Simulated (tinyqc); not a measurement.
What the corrections do to the levels: formation energy of a charged point defect from supercell energies. Computed by tinyqc, a small Python program. Command: `OMP_NUM_THREADS=1 python tinyqc.py 3005904 3005905 out.jsonl formation walk`. One thread of a shared host (Intel(R) Xeon(R) Processor @ 2.30GHz), about 0.01 s of CPU time with the checks.

The host is a compound AB. Making the defect adds n_A = 1, n_B = -1 atoms to the cell. All total energies are inputs. E_F is counted from the valence-band maximum (VBM); x = 0 is A-rich and x = 1 B-rich growth.

Inputs (values chosen for the exercise, for a model compound AB):
```
quantity,value,unit
gap E_g,2.46,eV
E_VBM of the host cell,3.577,eV
potential alignment dV,-0.028,eV
dielectric constant eps,10.5,-
cell length L,9.7,angstrom
mu_A of the pure element,-3.241,eV
mu_B of the pure element,-6.692,eV
formation enthalpy dH of AB,-0.762,eV
growth condition x,0.26,-
```

Defect: A on a B site. Supercell lattice: bcc.

charge states q: [0, -1, -2]

E(defect, q) - E(host), in the order of q (eV): [6.38, 9.926, 14.846]

Constants: e^2/(4 pi eps_0) = 14.39964548 eV angstrom.

Method:
- dmu_A = x dH and dmu_B = (1 - x) dH, so that dmu_A + dmu_B = dH; mu = mu(element) + dmu.
- The reservoir term is sum n_i mu_i.
- Image-charge correction of a point charge in a neutralising background: E_corr = q^2 alpha e^2/(4 pi eps_0) / (2 eps L), alpha = 2.888462 for a bcc array with L the cube root of the volume.
- E_f(q, E_F) = [E(defect, q) - E(host)] - sum n_i mu_i + q (E_VBM + dV + E_F) + E_corr(q).
- Levels eps(q/q-1) with the terms q dV and E_corr left out or kept.

E_f(q, 0) (eV): (q=0) 2.56324, (q=-1) 2.76443, (q=-2) 4.74799

E_corr (eV): (q=0) 0.000000, (q=-1) 0.204187, (q=-2) 0.816747

Levels above the VBM (eV):
```
level,raw,with alignment,with image charge,with both
(0/-1),-0.0310,-0.0030,0.1732,0.2012
(-1/-2),1.3430,1.3710,1.9556,1.9836
```

What does the comparison show, and why?

Alignment moves every level by -dV = +0.028 eV. The image term moves eps(q/q-1) by (1 - 2q) E_corr(1): (0/-1) by +0.204, (-1/-2) by +0.613 eV, donor levels down and acceptor levels up. It adds 2 E_corr(1) = 0.408 eV to every U. Caution: the largest image-charge correction in these energies, q^2 alpha e^2/(8 pi eps_0 eps L) with alpha = 2.888462, exceeds a quarter of the gap; the point-charge term alone is then a rough estimate, usually too large for a charge that is spread out.

Extremes, crossings and ranges named in words are read from the listed rows.
